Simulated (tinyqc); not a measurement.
Worked calculation: sp3s* tight binding with spin-orbit coupling. Values are carried at full precision from step to step, so a last printed digit may differ when a step is redone from the rounded ones.

sp3s* tight binding, nearest neighbours only: anion (a) at 0, cation (c) at a/4 (1,1,1), orbitals s, px, py, pz, s* on each; k in units of 2 pi/a. With phases e_j = exp(i (pi/2) k.n_j) for n = (1,1,1), (1,-1,-1), (-1,1,-1), (-1,-1,1): g0 = (e1+e2+e3+e4)/4, g1 = (e1+e2-e3-e4)/4, g2 = (e1-e2+e3-e4)/4, g3 = (e1-e2-e3+e4)/4. The diagonal holds the levels Esa, Epa, Exa (s*) and Esc, Epc, Exc. Anion-cation block: <sa|sc> = Vss g0; <sa|xc> = Vsapc g1; <xa|sc> = -Vscpa g1; <xa|xc> = Vxx g0; <xa|yc> = <ya|xc> = Vxy g3, <xa|zc> = <za|xc> = Vxy g2, <ya|zc> = <za|yc> = Vxy g1; <s*a|xc> = Vxapc g1; <xa|s*c> = -Vpaxc g1; y and z take g2 and g3 in place of g1; s-s* and s*-s* vanish.

Constants: hbar^2/2m0 = 3.80998211 eV angstrom^2.

Inputs chosen for the exercise (near a published set for GaSb, fitted to gaps, whose masses and valley positions are rough; spin-orbit coupling, where it is added without a refit, lifts the valence top and shrinks all gaps by about a third of the splitting; shifted at random, so the results belong to these values and not to a real crystal): k = (0.32, 0.32, 0.32) 2 pi/a (wave vector); Esa = -7.269 eV (s level of the anion); Epa = 0.855 eV (p level of the anion); Esc = -3.902 eV (s level of the cation); Epc = 2.931 eV (p level of the cation); Exa = 6.679 eV (s* level of the anion); Exc = 5.962 eV (s* level of the cation); Vss = -6.135 eV (s-s); Vxx = 1.585 eV (px-px); Vxy = 4.13 eV (px-py); Vsapc = 4.969 eV (s anion, p cation); Vscpa = 4.654 eV (s cation, p anion); Vxapc = 5.003 eV (s* anion, p cation); Vpaxc = 4.203 eV (p anion, s* cation); Da = 0.963 eV (atomic spin-orbit splitting, anion); Dc = 0.173 eV (the same, cation); a = 6.092 angstrom (lattice constant).

## Phase sums

Form g0 to g3 at this k.

g0, g1, g2, g3: 0.67293-0.11181i  -0.20338+0.36995i  -0.20338+0.36995i  -0.20338+0.36995i

## The Hamiltonian without spin-orbit coupling

Fill in the 10 x 10 matrix.

H(k) (eV):
```
                  sa               xa               ya               za              s*a               sc
sa           -7.2690                0                0                0                0  -4.1284+0.6859i
xa                 0           0.8550                0                0                0   0.9465-1.7217i
ya                 0                0           0.8550                0                0   0.9465-1.7217i
za                 0                0                0           0.8550                0   0.9465-1.7217i
s*a                0                0                0                0           6.6790                0
sc   -4.1284-0.6859i   0.9465+1.7217i   0.9465+1.7217i   0.9465+1.7217i                0          -3.9020
xc   -1.0106-1.8383i   1.0666+0.1772i  -0.8400-1.5279i  -0.8400-1.5279i  -1.0175-1.8508i                0
yc   -1.0106-1.8383i  -0.8400-1.5279i   1.0666+0.1772i  -0.8400-1.5279i  -1.0175-1.8508i                0
zc   -1.0106-1.8383i  -0.8400-1.5279i  -0.8400-1.5279i   1.0666+0.1772i  -1.0175-1.8508i                0
s*c                0   0.8548+1.5549i   0.8548+1.5549i   0.8548+1.5549i                0                0

                  xc               yc               zc             s*c
sa   -1.0106+1.8383i  -1.0106+1.8383i  -1.0106+1.8383i               0
xa    1.0666-0.1772i  -0.8400+1.5279i  -0.8400+1.5279i  0.8548-1.5549i
ya   -0.8400+1.5279i   1.0666-0.1772i  -0.8400+1.5279i  0.8548-1.5549i
za   -0.8400+1.5279i  -0.8400+1.5279i   1.0666-0.1772i  0.8548-1.5549i
s*a  -1.0175+1.8508i  -1.0175+1.8508i  -1.0175+1.8508i               0
sc                 0                0                0               0
xc            2.9310                0                0               0
yc                 0           2.9310                0               0
zc                 0                0           2.9310               0
s*c                0                0                0          5.9620
```

## Levels at this k

Diagonalise H, which belongs to k = (0.32, 0.32, 0.32) (2 pi/a). Four bands are filled (two electrons each); give the make-up of band 5, the lowest empty one.

levels (eV): -10.9755  -5.0091  -0.8674  -0.8674  1.1838  2.8782  4.6534  4.6534  7.5116  9.6670

weights of band 5: s 0.514, p 0.340, s* 0.145

weight of band 5 on atom a = 0.425

The vertical gap at this k is 2.0512 eV; band 5 is mostly s-like.

## Levels at Gamma

Spin-orbit coupling acts within the p shell of each atom as (D/3) L.sigma, D = Da or Dc: it puts four states at Ep + D/3 and two at Ep - 2D/3.

At k = 0 only g0 = 1 is left and H falls into 2 x 2 blocks [[E_a, V], [V, E_c]] with roots (E_a + E_c)/2 -/+ sqrt(((E_a - E_c)/2)^2 + V^2); the s* levels stay uncoupled. The direct gap runs from the highest lower root of the p blocks to the lowest upper root.

Blocks at Gamma (eV):

| block | E_a | E_c | V | lower root | upper root |
|---|---|---|---|---|---|
| s (Gamma6) | -7.2690 | -3.9020 | -6.1350 | -11.9473 | 0.7763 |
| p 3/2 (Gamma8) | 1.1760 | 2.9887 | 1.5850 | 0.2565 | 3.9082 |
| p 1/2 (Gamma7) | 0.2130 | 2.8157 | 1.5850 | -0.5364 | 3.5651 |

direct gap at Gamma = 0.5198 eV

The lowest empty level at Gamma is s-like. The split-off band lies 0.7929 eV below the top, between Dc = 0.173 and Da = 0.963 eV, weighted by where the valence p state sits.

## Bands near the gap

Diagonalise at L = (1/2,1/2,1/2), X = (1,0,0), W = (1,1/2,0), K = (3/4,3/4,0) and at the fractions named between them; energies from the top of the valence band at Gamma; the matrix is 20 x 20 and 8 levels are filled.

Levels (eV):

| k | level 3 | level 5 | level 7 | level 8 | level 9 | level 10 | level 11 |
|---|---|---|---|---|---|---|---|
| L | -6.782 | -1.652 | -1.172 | -1.172 | 0.714 | 0.714 | 2.339 |
| L-G 0.5 | -4.180 | -1.149 | -0.656 | -0.656 | 1.104 | 1.104 | 2.829 |
| G | -0.793 | 0.000 | 0.000 | 0.000 | 0.520 | 0.520 | 3.309 |
| G-X 0.2 | -1.691 | -0.777 | -0.361 | -0.361 | 1.324 | 1.324 | 2.954 |
| G-X 0.4 | -3.467 | -1.506 | -1.097 | -1.097 | 1.584 | 1.584 | 2.153 |
| G-X 0.6 | -5.230 | -2.182 | -1.800 | -1.800 | 1.199 | 1.199 | 1.705 |
| G-X 0.7 | -6.022 | -2.448 | -2.075 | -2.075 | 1.025 | 1.025 | 1.508 |
| G-X 0.8 | -6.708 | -2.647 | -2.280 | -2.280 | 0.934 | 0.934 | 1.313 |
| G-X 0.9 | -7.218 | -2.770 | -2.406 | -2.406 | 0.927 | 0.927 | 1.138 |
| X | -7.421 | -2.811 | -2.448 | -2.448 | 0.979 | 0.979 | 1.024 |
| W | -7.524 | -3.013 | -2.471 | -2.426 | 0.902 | 0.953 | 1.006 |
| K | -7.419 | -3.062 | -2.266 | -2.178 | 0.856 | 0.920 | 1.158 |
| K-G 0.5 | -4.942 | -2.142 | -0.959 | -0.881 | 1.256 | 1.410 | 2.174 |

On these points the lowest empty level is lowest at G, 0.520 eV above the top.

## Valleys and masses

The lowest conduction level (mean of the pair) at Gamma, at its minimum on (x,0,0) for x from 0.5 to 1, and at the point L (L, and X where the search ends there, need not be minima in this model; a zero or negative inverse mass shows it). Inverse masses m0/m = (E(+h) + E(-h) - 2 E)/(2 c q^2) with c = hbar^2/2m0, q = h 2 pi/a, h = 0.002; longitudinal along the valley axis ([100] at Gamma and Delta, [111] at L), transverse along [010] or [1-10]. A dash: the next level lies within 0.15 eV, so a single mass has no use there.

Valleys:

| valley | x (2 pi/a) | E - Ev (eV) | m0/m_l | m0/m_t |
|---|---|---|---|---|
| Gamma | 0.0000 | 0.5198 | 18.68 | 18.68 |
| Delta | 0.8573 | 0.9201 | 1.00 | 0.29 |
| L | 0.5000 | 0.7138 | 0.56 | 1.30 |

Of these three the lowest is Gamma, which makes the gap direct, 0.5198 eV. At Delta m0/m_t is 0.29. This nearest-neighbour model is fitted to gaps: it places the Delta minimum and the masses at Delta and L only roughly (transverse masses can be several times too heavy), and since its bands are flat from X to W the transverse mass grows too heavy towards X; d orbitals or second neighbours cure this.

## Checks

- Direct gap at Gamma from the blocks against the full matrix: both 0.519791.

Run: tinyqc, `OMP_NUM_THREADS=1 python tinyqc.py 1451529 1451530 out.jsonl`; Intel(R) Xeon(R) Processor @ 2.30GHz, one thread, shared host; about 0.1 s of CPU time with all checks.
